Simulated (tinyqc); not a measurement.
Conductance of a narrow metal strip with scatterers (square lattice, Green functions): one step. Modes at the Fermi energy. Three cases, with inputs chosen for the exercise.

Problem. For each n: en, cos(kn a) = (en - E)/(2t), z_n and the velocity 2 t a sin(kn a) (zero if closed).

A strip of W sites across with hard walls, site energy 0 and hopping -t. Mode n = 1 to W has profile chi_n(j) = sqrt(2/(W + 1)) sin(n j pi/(W + 1)) and energy en = -2t cos(n pi/(W + 1)); E = en - 2t cos(kn a). With z_n = exp(i kn a) (Im k > 0 for closed modes, |z| < 1) each lead gives the self-energy -t z_n in mode n. One column carries the site energies v, here one foreign atom. In the mode basis V_nm = sum_j chi_n(j) v_j chi_m(j), G = (E - en + 2 t z_n - V)^-1, and t_nm = 2t sqrt(sin(kn a) sin(km a)) G_nm in size for open modes. T = sum |t_nm|^2, conductance (2e^2/h) T.

Constants: e^2/h = 3.874045865e-05 S.

Case 1.

Values chosen (hopping and spacing of the size met in Cu or Al; the lattice is a model; not measured data): t = 1.46 eV (hopping); a = 2.69 angstrom (spacing); W = 3 (sites across); E = -2.4 eV (Fermi energy).

Case 2.

Values chosen (hopping and spacing of the size met in Cu or Al; the lattice is a model; not measured data): t = 1.14 eV (hopping); a = 2.63 angstrom (spacing); W = 4 (sites across); E = -2.55 eV (Fermi energy).

Case 3.

Values chosen (hopping and spacing of the size met in Cu or Al; the lattice is a model; not measured data): t = 1.2 eV (hopping); a = 2.89 angstrom (spacing); W = 3 (sites across); E = 1.18 eV (Fermi energy).

Give: Modes.

Solution.

Case 1.

Modes:
```
n  en (eV)  cos(k a)                 z  dE/dk (eV angstrom)
1  -2.0648   0.11481  0.11481+0.99339i               7.8029
2   0.0000   0.82192  0.82192+0.56961i               4.4741
3   2.0648   1.52902           0.37234               0.0000
```

2 of 3 modes are open, so the clean strip has a resistance of 6453 ohm, whatever its length.

Case 2.

Modes:
```
n  en (eV)  cos(k a)                 z  dE/dk (eV angstrom)
1  -1.8446   0.30940  0.30940+0.95093i               5.7022
2  -0.7046   0.80940  0.80940+0.58725i               3.5214
3   0.7046   1.42744           0.40882               0.0000
4   1.8446   1.92744           0.27971               0.0000
```

2 of 4 modes are open, so the clean strip has a resistance of 6453 ohm, whatever its length.

Case 3.

Modes:
```
n  en (eV)  cos(k a)                  z  dE/dk (eV angstrom)
1  -1.6971  -1.19877           -0.53767               0.0000
2   0.0000  -0.49167  -0.49167+0.87078i               6.0398
3   1.6971   0.21544   0.21544+0.97652i               6.7731
```

2 of 3 modes are open, so the clean strip has a resistance of 6453 ohm, whatever its length.

Computed by tinyqc, one run a case: `OMP_NUM_THREADS=1 python tinyqc.py N N+1 out.jsonl` with N = 1480189, 1481543, 1481689; one thread of a shared Intel(R) Xeon(R) Processor @ 2.30GHz, about 0.01 s a run at most.
